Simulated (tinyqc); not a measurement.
# Circuit elements from the admittance matrix

Problem. Y belongs to a common-source circuit with y11 = i w (Cgs + Cgd), y12 = -i w Cgd, y21 = gm - i w Cgd, y22 = gds + i w (Cgd + Cd) and a resistance Rg in series with the gate; w = 2 pi f. Find Rg, Cgs + Cgd, Cgd, gm, gds and Cd.

Inputs (values chosen for the exercise):
```
symbol  value  unit           meaning
f           2   GHz  signal frequency
```

Y with Rg (mS):
```
                          1                          2
1  0.002701316+1.036400187i  -0.000294780-0.113096567i
2  7.568860653-0.132825123i   0.049994544+0.336418242i
```

Answer. 1/Y11 = Rg + 1/(i w (Cgs + Cgd)) gives Rg; removing it from Z11 returns the inner y, whose parts are read off.

Rg = 2.515 ohm
Cgs + Cgd = 82.47 fF
Cgd = 9.000 fF
gm = 7.569 mS
gds = 0.04996 mS
Cd = 17.60 fF

tinyqc, about 0.01 s, one thread, Intel Xeon 2.30GHz (shared host): `OMP_NUM_THREADS=1 python tinyqc.py 2150122 2150123 out.jsonl`
